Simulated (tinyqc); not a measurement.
Filling against narrowing: heavy doping: band filling, gap narrowing, band tails and the effective intrinsic density. Computed by tinyqc, a small Python program. Command: `OMP_NUM_THREADS=1 python tinyqc.py 3023239 3023240 out.jsonl gapnarrow walk`. One thread of a shared host (Intel(R) Xeon(R) Processor @ 2.30GHz), about 0.02 s of CPU time with the checks.

An n-type crystal above its Mott density, with all dopants ionised: n = N_D - N_A, ionised centres N_I = N_D + N_A. Valleys are taken as spherical with mass m_e.

Inputs (values chosen for the exercise, for a model semiconductor):

| quantity | value | unit |
|---|---|---|
| gap E_g | 1.54 | eV |
| electron mass m_e | 0.0525 | m_0 |
| valleys M_c | 1 | - |
| hole mass m_h | 0.519 | m_0 |
| dielectric constant eps | 15.8 | - |
| donor density N_D | 2.9e+18 | cm^-3 |
| compensation ratio N_A/N_D | 0 | - |
| temperature T | 400 | K |

Conduction band: non-parabolic (Kane).

Constants: a_0 = 0.529177210903 angstrom; Ry = 13.605693123 eV; hbar^2/(2 m_0) = 3.80998212 eV angstrom^2; k_B = 8.617333262e-05 eV/K; e = 1.602176634e-19 C; eps_0 = 8.8541878128e-12 F/m; e^2/(4 pi eps_0) = 14.39964548 eV angstrom.

Method:
- n = N_D (1 - ratio); Ry* = Ry m_e/eps^2, a* = a_0 eps/m_e; r_s = (3/(4 pi n))^(1/3)/a*; k_F = (3 pi^2 n/M_c)^(1/3); Mott density (0.26/a*)^3.
- n = M_c (1/(2 pi^2)) (m_e/(hbar^2/2m_0))^(3/2) int sqrt(E (1 + aE)) (1 + 2 aE) f dE with a = (1 - m_e)^2/E_g, f = 1/(1 + exp((E - E_F)/k_B T)); trapezoid rule in t = sqrt(E/k_B T), step 0.02 up to 12; E_F by bisection from the band edge.
- Screening: q^2 = (e/(eps eps_0)) dn/dE_F. Exchange lowers the conduction band by (1/pi) k_F e^2/(4 pi eps_0 eps) (T = 0 Hartree-Fock at k_F, taken as a rigid shift). Screening raises the valence band by (q/2) e^2/(4 pi eps_0 eps) (static Coulomb hole). The narrowing is the sum; electron correlation and carrier-ion shifts are left out. Root-mean-square potential of randomly placed ions: V_rms = (e^2/(4 pi eps_0 eps)) sqrt(2 pi N_I/q).
- Absorption edge of a direct gap, from the valence band at k_F (T = 0 value) to the Fermi level: E_g - narrowing + E_F + (hbar^2/2m_0) k_F^2/m_h, k_F = (3 pi^2 n)^(1/3); the shift is the edge less E_g. n p/n_i^2 = exp(narrowing/k_B T) x (n/N) exp(-E_F/k_B T), N being the limit of n exp(-E_F/k_B T) far below the edge (taken at E_F = -12 k_B T); apparent narrowing = k_B T ln(n p/n_i^2).
- The compensation ratio is held; the absorption edge is given only for E_F above 2 k_B T.

n = 2.90e+18 cm^-3

Mott density = 4.35134e+15 cm^-3

Against carrier density (energies in meV):

| n (cm^-3) | E_F | narrowing | apparent narrowing | V_rms | shift of the absorption edge |
|---|---|---|---|---|---|
| 2.90e+17 | -12.09 | 10.038 | 3.33 | 12.974 | - |
| 5.80e+17 | 18.31 | 12.883 | -0.34 | 15.984 | - |
| 1.20e+18 | 56.73 | 16.456 | -10.12 | 20.309 | - |
| 2.00e+18 | 90.56 | 19.338 | -23.46 | 24.336 | 82.37 |
| 2.90e+18 | 120.47 | 21.658 | -38.24 | 27.899 | 113.10 |
| 4.60e+18 | 166.03 | 24.865 | -64.70 | 33.176 | 160.60 |
| 7.20e+18 | 221.82 | 28.412 | -101.50 | 39.307 | 219.61 |
| 1.20e+19 | 303.18 | 33.113 | -160.55 | 47.654 | 306.90 |

What follows from these numbers?

Narrowing grows with exponent 0.30 between the last rows (exchange goes as n^(1/3), the Coulomb hole as n^(1/6) in a degenerate parabolic band) and E_F with 0.61 (2/3 for a parabolic band at T = 0, towards 1/3 in a Kane band). The apparent narrowing falls over all rows, since E_F grows faster than the narrowing. In rows with E_F below 2 k_B T the T = 0 exchange term is overstated. Filling outweighs narrowing at the absorption edge in every degenerate row (a net Burstein-Moss blue shift).
